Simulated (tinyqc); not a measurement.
# Undoped gate-all-around wire MOSFET, analytic charge model: effect of the temperature

An undoped round wire of radius R under an insulator shell and a surrounding gate; long channel, electrons only, n = ni exp((psi - V)/Vt) with V the quasi-Fermi potential (0 at the source, Vd at the drain), constant mobility, no quantisation. The radial Poisson equation gives n(r) = n(0)/(1 - (1 - b) r^2/R^2)^2 with b = Q0/(Q + Q0). Q is the electron charge per area of the wire surface.

Nc and Nv are given at 293 K and scale as (T/293 K)^1.5; Eg and mu are held fixed. ni = sqrt(Nc Nv) exp(-Eg/(2 Vt)), Eg in volts; Cox = eps0 eox/(R ln(1 + tox/R)); Q0 = 4 eps0 eps_r Vt/R; V0 = dphi + Vt ln[8 eps0 eps_r Vt/(q ni R^2)]. Q solves Vg - V0 - V = Q/Cox + Vt ln(Q/Q0) + Vt ln(1 + Q/Q0). I = mu (2 pi R/L)[2 Vt (Qs - Qd) + (Qs^2 - Qd^2)/(2 Cox) + Vt Q0 ln((Qd + Q0)/(Qs + Q0))], with Qs at V = 0 and Qd at V = Vd.  I(low) is taken at Vg = 0.57 V, Qs and I(high) at Vg = 1.32 V.

Values chosen for this exercise; material values close to those of gallium arsenide: band gap Eg = 1.43 eV; relative permittivity of the semiconductor eps_r = 13; conduction-band density of states at the reference temperature Nc = 4.22e17 cm^-3; valence-band density of states at the reference temperature Nv = 8.8e18 cm^-3; relative permittivity of the gate insulator eox = 8.64; insulator thickness tox = 3.9 nm; wire radius R = 20 nm; gate work function less that of the intrinsic body dphi = 0.15 V; channel mobility mu = 410 cm^2/(V s); gate length L = 2 um; drain voltage Vd = 0.3 V.

Constants: q = 1.602176634e-19 C, kB = 1.380649e-23 J/K, Vt = kB T/q, eps0 = 8.8541878128e-14 F/cm where lengths are in cm. Results are converted to the units shown.

Effect of the temperature:
```
T (K)  V0 (V)  I(low) (nA)  Qs(high) (nC/cm^2)  I(high) (uA)
220    0.8361     1.713e-5               800.1         3.991
250    0.8307     1.526e-4               791.4         3.960
280    0.8253     8.785e-4               784.4         3.940
310    0.8196     0.003699               778.8         3.929
340    0.8139      0.01234               774.3         3.925
370    0.8080      0.03449               771.0         3.929
400    0.8021      0.08382               768.7         3.938
430    0.7960       0.1822               767.2         3.952
```

As T goes from 220 to 430 K, I(low) rises from 1.71e-5 to 0.182 nA and I(high) goes from 3.99 through a minimum of 3.93 (at T = 340 K among the rows listed) to 3.95 uA. V0 falls from 0.836 to 0.796 V. In every row the surface density at the source at the higher gate voltage passes 0.3 Nc, where Boltzmann statistics fail. In every row the mobility is held fixed, though a real one changes with T.

Numbers from tinyqc (`OMP_NUM_THREADS=1 python tinyqc.py 2460172 2460173 out.jsonl`; about 0.03 s on one thread of a shared Intel Xeon 2.30GHz).
